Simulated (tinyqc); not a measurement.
Strained Delta valleys, repopulation and conductivity mass: one step of the calculation.

A cubic crystal with three pairs of conduction valleys along x, y and z under uniaxial stress X along [001] (X > 0 is tension); current along [110]. Non-degenerate electrons, fixed total density, one relaxation time for all valleys and stresses, masses unchanged by strain, so the mobility goes as the mean inverse mass.

Problem. Strain tensor. Stress s_ij = X a_i a_j with a the unit vector along [001]; strain e_ii = s11 s_ii + s12 (s_jj + s_kk), e_ij = s44 s_ij/2.

Parameters, values chosen for the exercise; values close to those of silicon: compliance s11 = 7.75 1/TPa; compliance s12 = -2.14 1/TPa; compliance s44 = 12.8 1/TPa; uniaxial stress (tension positive) X = -120 MPa.

Find: strain.

Solution.

strain (%):
```
          x         y          z
x  0.025680  0.000000   0.000000
y  0.000000  0.025680   0.000000
z  0.000000  0.000000  -0.093000
```

Numbers from tinyqc (`OMP_NUM_THREADS=1 python tinyqc.py 2530037 2530038 out.jsonl`; about 0.01 s on one thread of a shared Intel Xeon 2.30GHz).
